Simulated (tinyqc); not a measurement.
Worked calculation: straight dislocations in isotropic elasticity: fields, energies, partials, Peierls stress and walls. Computed by tinyqc, a small Python program that keeps every step. Command: `OMP_NUM_THREADS=1 python tinyqc.py 3000093 3000094 out.jsonl disloc walk`. One thread of a shared host (Intel(R) Xeon(R) Processor @ 2.30GHz), about 0.01 s of CPU time with the checks. Intermediate numbers are printed to about 6 digits and carried at full precision; extremes and crossings named in words are read from the listed rows.

The line runs along z, the glide plane is y = 0, and beta is the angle between b and the line (0 screw, 90 degrees edge): b_e = b sin(beta) along +x with the extra half plane at y > 0, b_s = b cos(beta). Stress is positive in tension.

Inputs (values chosen for the exercise, modelled on GaAs):
```
quantity                          value      unit
shear modulus G                    48.7       GPa
Poisson ratio nu                  0.227         -
Burgers vector b                      4  angstrom
stacking-fault energy gamma        40.1    mJ/m^2
dislocation density rho         1.9e+11     1/m^2
core radius r0/b                      2         -
unstable fault energy gamma_us     1010    mJ/m^2
tilt angle theta                    1.3   degrees
source length l                    2600        nm
```

Character: screw.

field point (x, y) (nm): -6.8  -4.9

Constants: 1 eV/angstrom^3 = 160.2176634 GPa.

## Line energy and line tension

Energy factor K = G [cos^2(beta) + sin^2(beta)/(1 - nu)]. E = K b^2/(4 pi) ln(R/r0) with R = 1/(2 sqrt(rho)); tension T = E + d^2E/d(beta)^2 = G b^2 [1 + nu - 3 nu sin^2(beta)]/(4 pi (1 - nu)) ln(R/r0). The core energy is taken into r0.

energy factor K = 48.7 GPa

ln(R/r0) = 7.26812

line energy E = 28.1288 eV/nm

line tension T = 44.6494 eV/nm

stored energy rho E = 0.856278 kJ/m^3

T/E = 1.59: bowing turns parts of the line towards the costlier edge character, so it is stiff.

## Stress at a point

With D = G b_e/(2 pi (1 - nu)), S = G b_s/(2 pi), r^2 = x^2 + y^2: s_xx = -D y (3x^2 + y^2)/r^4, s_yy = D y (x^2 - y^2)/r^4, s_xy = D x (x^2 - y^2)/r^4, s_zz = nu (s_xx + s_yy), s_xz = -S y/r^2, s_yz = S x/r^2. Pressure p = -trace/3.

stress (MPa):
```
         x         y         z
x    0.000     0.000   216.251
y    0.000     0.000  -300.104
z  216.251  -300.104     0.000
```

pressure p = 0 MPa

A screw dislocation has pure shear and no pressure field.

## Force on a second, equal dislocation at that point

Peach-Koehler force per length on a parallel dislocation with the same b: in the glide plane F_x = s_xy b_e + s_yz b_s, normal to it F_y = -(s_xx b_e + s_xz b_s), which drives climb of the edge part or cross-slip of a screw.

glide force F_x = -120.042 mN/m

normal force F_y = -86.5005 mN/m

Along x the second dislocation is repelled.

## Splitting into partials

Shockley partials have b_p = b/sqrt(3) at the angles beta -/+ 30 degrees; their repulsion balances the fault at d = G b_p^2/(8 pi gamma) (2 - nu)/(1 - nu) [1 - 2 nu cos(2 beta)/(2 - nu)].

partial Burgers vector b_p = 2.30940 angstrom

splitting width d = 4.39753 nm

d/b = 10.9938

Widely split: cross-slip and climb need a constriction first.

## Peierls-Nabarro core of the undissociated dislocation

Misfit energy gamma(u) = (gamma_us/2)(1 - cos(2 pi u/b)), so the largest restoring stress is tau_max = pi gamma_us/b; u(x) = b/2 + (b/pi) arctan(x/zeta), zeta = K b/(4 pi tau_max). Summing the misfit energy over atomic rows a' apart gives, for a wide core, W_P = (K b^2/pi) exp(-2 pi zeta/a') and sigma_P = (K b/a') exp(-2 pi zeta/a'); a' = b/2 for edge and 30-degree lines, b sqrt(3)/2 for screw and 60-degree lines.

tau_max = 7.93252 GPa

half width zeta = 1.95419 angstrom

row spacing a' = 3.46410 angstrom

Peierls barrier W_P = 447.120 meV/nm

Peierls stress sigma_P = 1624.18 MPa

zeta/a' = 0.56 and sigma_P/G = 0.033: the stress falls by a factor e for each a'/(2 pi) of half width. Caution: in covalent crystals lines are dissociated and reconstructed and move by kinks, so this sinusoidal model gives only the trend.

## Strength from dislocations

Frank-Read source, averaged over the loop: tau = G b/(2 pi l) [(1 - nu/2)/(1 - nu)] ln(l/r0). Taylor hardening: tau = 0.3 G b sqrt(rho).

Frank-Read stress = 11.0584 MPa

Taylor stress = 2.54734 MPa

Of the source, forest and Peierls stresses the largest here is the Peierls stress. Caution: the source is longer than the mean dislocation spacing 1/sqrt(rho), so the forest would pin it into shorter segments and its stress is only formal. Caution: in covalent crystals the flow stress is largely set by thermally activated glide over the Peierls barrier, which the source and Taylor stresses leave out.

## Low-angle tilt boundary

A symmetric tilt wall of edge dislocations has the spacing h = b/(2 sin(theta/2)); Read-Shockley: gamma_b = E0 theta (A - ln theta), E0 = G b/(4 pi (1 - nu)), A = 1 + ln(b/(2 pi r0)), theta in radians.

spacing h = 17.6298 nm

boundary energy = 102.597 mJ/m^2

angle of the maximum, exp(A - 1) = 4.55945 degrees

## Character of the line

E = K b^2/(4 pi) ln(R/r0); T = G b^2 [1 + nu - 3 nu sin^2(beta)]/(4 pi (1 - nu)) ln(R/r0).

From screw to edge:
```
beta (degrees)  K (GPa)  E (eV/nm)  T (eV/nm)   d (nm)
0               48.7000    28.1288    44.6494  4.39753
15              49.6580    28.6821    42.9894  4.60032
30              52.2753    30.1938    38.4542  5.15434
45              55.8506    32.2589    32.2589  5.91116
60              59.4260    34.3240    26.0637  6.66797
75              62.0433    35.8357    21.5284  7.22200
90              63.0013    36.3891    19.8684  7.42479
```

The edge costs 1/(1 - nu) = 1.294 times the screw in energy, yet its tension is only (1 - 2 nu)/(1 + nu) = 0.445 of the screw value, so loops under stress are elongated along b. The edge splits 1.69 times as widely, (2 + nu)/(2 - 3 nu), since there the larger, edge parts of the partials repel with the factor 1/(1 - nu) and the small screw parts attract, while in the screw the roles are exchanged.

Checks made by the program: zero divergence of the stress field, by differences and relative to the size of its gradient (relative difference below 1e-10); splitting against the force between the two partials (relative difference below 1e-10).
